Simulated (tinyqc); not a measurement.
One-electron ion in a basis of Gaussians, step by step. One step of it, computed by the program tinyqc.

Problem. Generalised eigenproblem. Solve H C = S C e through S^(-1/2); each column has its largest component positive (the first on a tie).

H = T + V (hartree):
$$\begin{pmatrix}
-1.433966 & -1.209171 & -0.559044 & -0.194547 \\
-1.209171 & -1.727688 & -1.519342 & -0.986504 \\
-0.559044 & -1.519342 & 3.488058 & 2.491571 \\
-0.194547 & -0.986504 & 2.491571 & 44.406672
\end{pmatrix}$$

S:
$$\begin{pmatrix}
1.000000 & 0.480755 & 0.092398 & 0.013418 \\
0.480755 & 1.000000 & 0.480984 & 0.092420 \\
0.092398 & 0.480984 & 1.000000 & 0.480838 \\
0.013418 & 0.092420 & 0.480838 & 1.000000
\end{pmatrix}$$

Give: eigenvalues of S; eigenvalues; coefficients.

Solution.

eigenvalues of S: [0.299, 0.628, 1.206, 1.866]

eigenvalues (hartree): [-1.970, -0.746, 6.367, 57.493]

coefficients:
$$\begin{pmatrix}
0.409 & 1.053 & 0.264 & -0.068 \\
0.692 & -0.797 & -0.793 & 0.235 \\
0.097 & -0.093 & 1.159 & -0.661 \\
0.006 & -0.006 & -0.014 & 1.162
\end{pmatrix}$$

For Z = 4 and l = 1 the exact lowest level is -Z^2/(2 n^2) with n = l + 1: -2.000000 hartree.
